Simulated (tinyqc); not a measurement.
Double-gate transistor, scale length and short-channel effects: effect of the drain voltage.

A body of thickness ts between two insulators of thickness ti and two tied gates. Below threshold the potential that source and drain add obeys Laplace's equation and vanishes on the gate. Its lowest mode decays along the channel as exp(-k y); k is the smallest positive root of the matching condition at the interface, and the scale length is Lambda = pi/k.

k is the smallest positive root of f(k) = ei cos(k ti) cos(k ts/2) - eps_r sin(k ti) sin(k ts/2). Along the channel psi(y) = s + a exp(y/l) + b exp(-y/l) with psi(0) = Vbi, psi(L) = Vbi + Vds and l = 1/k = Lambda/pi; with A = Vbi - s, B = A + Vds, x = exp(-L/l): a = (B - A x) x/(1 - x^2), b = (A - B x)/(1 - x^2). The minimum is s + 2 sqrt(a b), at y = (l/2) ln(b/a). The long-channel potential follows the gate as s = sT + (Vg - VTL)/m, and the threshold VT is the gate voltage at which the minimum equals sT. Swing = m Vt ln 10/g at threshold, g = d(minimum)/ds = 1 - (b x + a)/((1 + x) sqrt(a b)). DIBL = [VT(0.05 V) - VT(Vds)]/(Vds - 0.05 V). sT and Vbi are held fixed; m = 1.

Inputs (values chosen for the exercise); permittivities: semiconductor made up, insulator close to that of silicon nitride:
- T = 250 K (temperature)
- eps_r = 20.1 (relative permittivity of the semiconductor)
- ei = 7.49 (relative permittivity of the insulator)
- ti = 2.3 nm (insulator thickness)
- ts = 13.5 nm (body thickness)
- L = 76 nm (channel length)
- Vbi = 1.03 V (potential of the source)
- sT = 0.57 V (potential of the barrier top at threshold)

Constants: q = 1.602176634e-19 C, kB = 1.380649e-23 J/K, Vt = kB T/q. Results are converted to the units shown.

The same in every row: Lambda (nm) = 24.13; L/Lambda = 3.150.

Effect of the drain voltage:

| Vds (V) | VT - VTL at Vds (mV) | DIBL (mV/V) | swing (mV/decade) |
|---|---|---|---|
| 0.2 | -7.938 | 6.410 | 50.33 |
| 0.35 | -8.796 | 6.068 | 50.35 |
| 0.5 | -9.580 | 5.787 | 50.37 |
| 0.65 | -10.31 | 5.549 | 50.39 |
| 0.8 | -10.98 | 5.345 | 50.41 |
| 0.95 | -11.63 | 5.166 | 50.43 |
| 1.1 | -12.23 | 5.007 | 50.46 |

As Vds goes from 0.2 to 1.1 V, Lambda stays at 24.1 nm, DIBL falls from 6.41 to 5.01 mV/V and the swing stays near 50.4 mV a decade.

Numbers from tinyqc (`OMP_NUM_THREADS=1 python tinyqc.py 2420062 2420063 out.jsonl`; about 0.01 s on one thread of a shared Intel Xeon 2.30GHz).
